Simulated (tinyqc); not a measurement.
## Hot electrons in a saturated n-channel MOSFET, lucky-electron model: effect of the gate voltage

Beyond pinch-off the lateral field grows as Esat cosh(y/l) over the velocity-saturated region (pseudo-two-dimensional model). Impact ionisation in this region gives the substrate current, which biases the body forward through Rsub. Currents are per width. Local-field laws: they overstate ionisation when the field peak is narrower than an energy relaxation length.

Cox = 3.9 eps0/tox, l = sqrt(3 tox xj), Esat = 2 vs/mu. Overdrive g = Vg - VT + kb Vb; Vdsat = g Esat L/(g + Esat L); Id = Cox vs (g - Vdsat); dV = Vd - Id Rd - Vdsat; Em = sqrt((dV/l)^2 + Esat^2); Isub = Id (Ai/Bi) l Em exp(-Bi/Em). Vb = Rsub Isub is solved self-consistently. Lifetime tau = (Hl/Id)(Isub/Id)^(-m); 1 year = 3.15576e7 s.

Values chosen for this exercise; values close to those of silicon n-channel devices:
- L = 0.5 um (channel length)
- tox = 13 nm (oxide thickness)
- xj = 190 nm (junction depth)
- VT = 0.75 V (threshold)
- mu = 380 cm^2/(V s) (effective mobility)
- vs = 8.4e6 cm/s (saturation velocity)
- Ai = 2e6 1/cm (ionisation prefactor)
- Bi = 1.85 MV/cm (ionisation field)
- Rd = 700 ohm um (resistance of the lightly doped drain)
- Rsub = 4900 ohm um (substrate resistance)
- kb = 0.27 (fall of VT per volt of forward body bias)
- m = 2.9 (lifetime exponent)
- Hl = 32000 s uA/um (lifetime constant)
- Vd = 3.5 V (drain voltage)

Constants: eps0 = 8.8541878128e-14 F/cm where lengths are in cm. Results are converted to the units shown.

Effect of the gate voltage:

| Vg (V) | Id (uA/um) | Em (MV/cm) | Isub (uA/um) | Isub/Id | tau (years) |
|---|---|---|---|---|---|
| 0.9 | 2.129 | 0.3926 | 0.06989 | 0.03282 | 9.570 |
| 1.23 | 19.14 | 0.3619 | 0.3884 | 0.02029 | 4.296 |
| 1.55 | 47.52 | 0.3373 | 0.6195 | 0.01304 | 6.239 |
| 1.88 | 85.41 | 0.3158 | 0.7177 | 0.008403 | 12.41 |
| 2.2 | 128.3 | 0.2977 | 0.7110 | 0.005542 | 27.61 |
| 2.52 | 175.7 | 0.2816 | 0.6454 | 0.003673 | 66.49 |
| 2.85 | 228.4 | 0.2666 | 0.5488 | 0.002403 | 175.1 |
| 3.17 | 282.3 | 0.2533 | 0.4480 | 0.001587 | 471.9 |
| 3.5 | 340.2 | 0.2406 | 0.3494 | 0.001027 | 1383 |

As Vg goes from 0.9 to 3.5 V, Em falls from 0.393 to 0.241 MV/cm, Isub goes from 0.0699 through a maximum of 0.718 (at Vg = 1.88 V among the rows listed) to 0.349 uA/um and tau goes from 9.57 through a minimum of 4.30 (at Vg = 1.23 V among the rows listed) to 1380 years. Id grows with Vg while the rising Vdsat lowers the field, hence the bell shape; the peak row has Vg/Vd = 0.54. At Vg = 3.5 V tau is a far extrapolation that only says that hot carriers are no limit.

Numbers from tinyqc (`OMP_NUM_THREADS=1 python tinyqc.py 2550013 2550014 out.jsonl`; about 0.01 s on one thread of a shared Intel Xeon 2.30GHz).
